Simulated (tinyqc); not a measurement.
Worked calculation: RKS/BP86 in the 6-31g basis, for He, spin multiplicity 1. Computed by tinyqc, a small Python program that keeps every step (integrals from PySCF). Settings: charge = 0, multiplicity = 1, basis = 6-31g, energy threshold = 1e-10, iteration cap = 62, orthogonalisation = symmetric, start = random, DIIS depth = 4, damping = 0.7, method = RKS, functional = b88,p86, grid = [30, 86]. Command: `OMP_NUM_THREADS=1 python tinyqc.py 24953 24954 out.jsonl` (the two numbers bound the seeds that draw the settings). One thread of a shared host (Intel(R) Xeon(R) Processor @ 2.60GHz), about 0.3 s of CPU time with the checks.

Geometry (angstrom):
```
atom       x       y       z
He    0.0000  0.0000  0.0000
```

Stop when the energy changes by less than 1e-10 hartree and every element of the error matrix X^T (F D S - S D F) X is below 3e-06.

Course of the cycle:
```
iteration  E (hartree)     change  largest element of the error matrix
1            -1.558890          -                             1.64e+00
2            -2.011472  -4.53e-01                             1.07e+00
3            -2.290369  -2.79e-01                             8.06e-01
4            -2.478967  -1.89e-01                             6.03e-01
5            -2.607823  -1.29e-01                             4.49e-01
6            -2.696745  -8.89e-02                             3.28e-01
7            -2.758185  -6.14e-02                             2.37e-01
8            -2.800713  -4.25e-02                             1.69e-01
9            -2.830218  -2.95e-02                             1.20e-01
10           -2.850731  -2.05e-02                             8.51e-02
11           -2.865019  -1.43e-02                             6.00e-02
12           -2.874985  -9.97e-03                             4.22e-02
13           -2.881942  -6.96e-03                             2.97e-02
14           -2.886804  -4.86e-03                             2.08e-02
...                ...        ...                                  ...
49           -2.898117  -1.83e-08                             7.94e-08
50           -2.898117  -1.28e-08                             5.56e-08
51           -2.898117  -8.98e-09                             3.89e-08
52           -2.898117  -6.29e-09                             2.72e-08
53           -2.898117  -4.40e-09                             1.91e-08
54           -2.898117  -3.08e-09                             1.33e-08
55           -2.898117  -2.16e-09                             9.34e-09
56           -2.898117  -1.51e-09                             6.54e-09
57           -2.898117  -1.06e-09                             4.58e-09
58           -2.898117  -7.40e-10                             3.20e-09
59           -2.898117  -5.18e-10                             2.24e-09
60           -2.898117  -3.63e-10                             1.57e-09
61           -2.898117  -2.54e-10                             1.10e-09
62           -2.898117  -1.78e-10                             7.69e-10
```

Can the last value be used, and what does the course show?

Not by the stop rule, although the second column moves by less than 1e-07 over the last three steps. Not converged within the cap of 62 iterations: the residual falls steadily but slowly, by a factor of about 0.70 a step. Reruns (cap 100 unless said): DIIS 8: converged in 12; damping 0.5: converged in 35; level shift 0.5: converged in 6; atomic densities as start, DIIS 8: converged in 4; the original settings with a cap of 400: converged in 64. PySCF RKS in the same basis, fine grid = -2.898117 hartree, which differs from a converged run on this coarse grid by the grid error.
